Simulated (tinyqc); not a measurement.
## Charge-trap memory cell: effect of the gate voltage

Channel, tunnel oxide, storage layer, blocking layer, gate. N electrons per area sit in a sheet at the centroid and shift the threshold by U = (q/eps0) N (tb/eb + xc tn/en). EOT = t1 + 3.9 (tn/en + tb/eb); tunnel field F = (Vg - U)/EOT; dN/dt = eta (J/q)(1 - N/Nm). Fowler-Nordheim: J = A F^2 exp(-B/F), A = q^2/(16 pi^2 hbar mo phi) (times 1e14 for A/cm^2 with F in V/nm, emitter mass m0), B = (4/3) sqrt(mo/C) phi^1.5, C = hbar^2/(2 m0).

After 0.0001 s. The rate equation is integrated from N = 0 to the digits shown; blocking field (3.9 F + q N/eps0)/eb.

Inputs (values chosen for the exercise); oxide values close to those of silicon dioxide, storage layer close to silicon nitride, blocking layer close to silicon dioxide:

| symbol | value | unit | meaning |
|---|---|---|---|
| phi | 3.06 | eV | tunnel barrier |
| mo | 0.47 | m0 | tunnelling mass |
| t1 | 5.2 | nm | tunnel oxide (permittivity 3.9) |
| tn | 8.1 | nm | storage layer |
| en | 7.2 |  | its relative permittivity |
| tb | 6.7 | nm | blocking layer |
| eb | 3.9 |  | its relative permittivity |
| xc | 0.59 |  | charge centroid, share of tn counted from the blocking side |
| eta | 0.62 |  | capture efficiency of an empty layer |
| Nm | 2.5e13 | cm^-2 | trap density |

Constants: q = 1.602176634e-19 C, hbar = 1.054571817e-34 J s, m0 = 9.1093837015e-31 kg, eps0 = 8.8541878128e-14 F/cm where lengths are in cm, hbar^2/(2 m0) = 0.0380998212 eV nm^2. Results are converted to the units shown.

Result of one run:
```
Vg (V)	N/Nm	U (V)	F (V/nm)	blocking field (V/nm)
20.8	0.3341	3.600	1.056	1.444
```

What becomes of these results when the gate voltage less flat band and surface potential Vg is changed from 20.8 to 24.2 V, all else the same?

Result of the changed run:
```
Vg (V)	N/Nm	U (V)	F (V/nm)	blocking field (V/nm)
24.2	0.6155	6.632	1.079	1.793
```

The whole series:
```
Vg (V)	N/Nm	U (V)	F (V/nm)	blocking field (V/nm)
18.2	0.1203	1.296	1.038	1.177
19.1	0.1916	2.064	1.046	1.268
19.9	0.2582	2.782	1.051	1.351
20.8	0.3341	3.600	1.056	1.444
21.6	0.4015	4.326	1.061	1.526
22.5	0.4766	5.135	1.066	1.619
23.3	0.5426	5.846	1.072	1.701
24.2	0.6155	6.632	1.079	1.793
```

U rises from 1.30 to 6.63 V; the slope between neighbouring rows is at most 0.908 and 0.873 between the last two rows. In the upper rows it falls short of the 1 of a floating gate because capture weakens as the traps fill (61.6 % in the last row); where little charge has entered in the time given, the slope is small in any case. The blocking field reaches 17.9 MV/cm, where electrons may escape to the gate, which the model leaves out.

Range of the model: The Fowler-Nordheim form needs F t1 above phi; trap-assisted paths and leakage through the blocking layer are left out.

Numbers from tinyqc (`OMP_NUM_THREADS=1 python tinyqc.py 2130089 2130090 out.jsonl`; about 0.04 s on one thread of a shared Intel Xeon 2.30GHz).
